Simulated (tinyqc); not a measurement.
Inside a calculation. Model: van der Pauw, Hall and four-point-probe measurements on a doped layer.

Program tinyqc, `OMP_NUM_THREADS=1 python tinyqc.py 2850131 2850132 out.jsonl`; Intel Xeon 2.30GHz, shared host, one thread, about 0.01 s. Printed values are rounded.

A uniform n-type layer with sheet resistance Rs = 1/(q ns mu), point contacts, low field (mu B small).

Parameters, values chosen for the exercise:
- ns = 1.8e14 cm^-2 (sheet density of the layer)
- mu = 83 cm^2/(V s) (drift mobility)
- rH = 1 (Hall factor)
- B = 1 T (magnetic field)
- I = 500 uA (current)
- ar = 1.86 (side ratio a/b of a rectangular sample with corner contacts)
- t = 800 nm (thickness of the layer)

Constants: q = 1.602176634e-19 C. Results are converted to the units shown.

## Resistances and Hall voltage

Rs = 1/(q ns mu). For a rectangle with contacts at the corners, RA = (8 Rs/pi) sum_(k>=0) ln coth((2k + 1) pi a/(2 b)) with current along a short side b and voltage along the opposite one, RB the same with a and b exchanged; Hall voltage VH = rH B I/(q ns), negative for electrons.

Rs = 417.772 ohm/square
RA = 6.16842 ohm
RB = 411.425 ohm
VH = -1.73375 mV

RB/RA = 66.7; for a square both equal Rs ln 2/pi = 92.2 ohm.

## Starting value

z = 2 ln 2/(pi (RA + RB)), exact for RA = RB.

z at the start = 1.05670 mS

## Iteration 1: new z

The van der Pauw equation exp(-pi RA z) + exp(-pi RB z) = 1 is solved for z = 1/Rs: e1 = exp(-pi RA z), e2 = exp(-pi RB z), f = e1 + e2 - 1, f' = -pi (RA e1 + RB e2), z(new) = z - f/f'.

e1 = 0.979731
e2 = 0.255172
f = 0.234903
f' = -0.348803 kohm
z after iteration 1 = 1.73015 mS

## Iteration 2: new z

As before.

e1 = 0.967028
e2 = 0.106856
f = 0.0738835
f' = -0.156854 kohm
z after iteration 2 = 2.20119 mS

## Iteration 3: new z

As before.

e1 = 0.958241
e2 = 0.0581284
f = 0.0163693
f' = -0.0937021 kohm
z after iteration 3 = 2.37588 mS

## Course of the iteration

Stop when the step is below 1e-10 mS, or after 40 iterations.

Course of the iteration:
```
iteration	z before the step (mS)	step (mS)
1	1.05670	0.673
2	1.73015	0.471
3	2.20119	0.175
4	2.37588	0.0176
5	2.39350	1.55e-4
6	2.39365	1.19e-8
7	2.39365	< 1e-13
```

Converged in 7 iterations.

## Sheet density, mobility and bulk values

converged z = 2.39365 mS

Rs = 1/z; Hall sheet density B I/(q |VH|); Hall mobility |VH|/(Rs B I); true values ns = rH times the Hall density, mu = Hall mobility/rH; bulk density ns/t, resistivity Rs t; correction factor F = Rs/[(pi/ln 2)(RA + RB)/2].

Rs = 417.772 ohm/square
Hall sheet density = 1.8e14 cm^-2
Hall mobility = 83 cm^2/(V s)
ns = 1.8e14 cm^-2
mu = 83 cm^2/(V s)
bulk density = 2.25e18 cm^-3
resistivity = 0.0334217 ohm cm
F = 0.441460

Taking the mean of RA and RB without F would overstate Rs by 130 %.
